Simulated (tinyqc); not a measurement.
Scan in temperature at fixed frequency: admittance spectroscopy and thermally stimulated current of one trap level in a depletion layer. Computed by tinyqc, a small Python program. Command: `OMP_NUM_THREADS=1 python tinyqc.py 3111116 3111117 out.jsonl admit walk`. One thread of a shared host (Intel(R) Xeon(R) Processor @ 2.30GHz), about 0.01 s of CPU time with the checks.

A Schottky junction on n-type material holds one donor-like electron trap; shallow donors are fully ionised and abrupt depletion edges are assumed.

Inputs (values chosen for the exercise, modelled on n-type GaN):
```
quantity                         value    unit
dielectric constant eps           9.61       -
density-of-states mass m         0.197     m_0
shallow doping N               6.3e+16  1/cm^3
trap density N_t               1.8e+16  1/cm^3
trap depth E_t below the band    0.354      eV
capture cross section sigma    3.4e-14    cm^2
band bending V_b                   2.3       V
test frequency f                 50000      Hz
```

Constants: k_B = 1.380649e-23 J/K; m_0 = 9.1093837015e-31 kg; h = 6.62607015e-34 J s; k_B = 8.617333262e-05 eV/K; eps_0 = 8.8541878128e-12 F/m; e = 1.602176634e-19 C.

Method:
- N_c = 2 (2 pi m k_B T/h^2)^(3/2), v_th = sqrt(3 k_B T/m), emission rate e_n = sigma v_th N_c exp(-E_t/(k_B T)).
- Where the level crosses the Fermi level capture equals emission, so the trap follows the signal with the rate 2 e_n; G/omega peaks at omega = 2 e_n (the correction for large N_t/N is left out).
- Solve 2 e_n(T_p) = 2 pi f.
- With E_c - E_F = k_B T_p ln(N_c/N): lambda = sqrt(2 eps eps_0 (E_t - (E_c - E_F))/(e^2 N)); traps are empty and charged for x < x_t = w - lambda, and V_b = e (N w^2 + N_t x_t^2)/(2 eps eps_0). High frequency: C_hf = eps eps_0/w. Low frequency: C_lf = eps eps_0 (N + N_t)/(N w + N_t x_t).
- With x = omega/(2 e_n): C = C_hf + (C_lf - C_hf)/(1 + x^2), G/omega = (C_lf - C_hf) x/(1 + x^2); C_hf and C_lf are held at their values at T_p.

peak temperature T_p = 256.328 K

C_hf = 45.6032 nF/cm^2

C_lf = 49.6738 nF/cm^2

Admittance:
```
T (K)  omega/(2 e_n)  C (nF/cm^2)  G/omega (nF/cm^2)
225.6         11.453       45.634             0.3527
235.8          4.769       45.775             0.8176
243.5          2.578       46.136             1.3725
251.2          1.444       46.922             1.9051
256.3          1.002       47.635             2.0353
261.5          0.700       48.336             1.9122
269.1          0.424       49.053             1.4630
279.4          0.224       49.479             0.8685
292.2          0.108       49.627             0.4329
```

The peak of G/omega is half the step, 2.04 nF/cm^2. Its full width is near 2 ln(2 + sqrt3) k_B T_p^2/(E_t + 2 k_B T_p) = 37.5 K.

Extremes, crossings and ranges named in words are read from the listed rows.
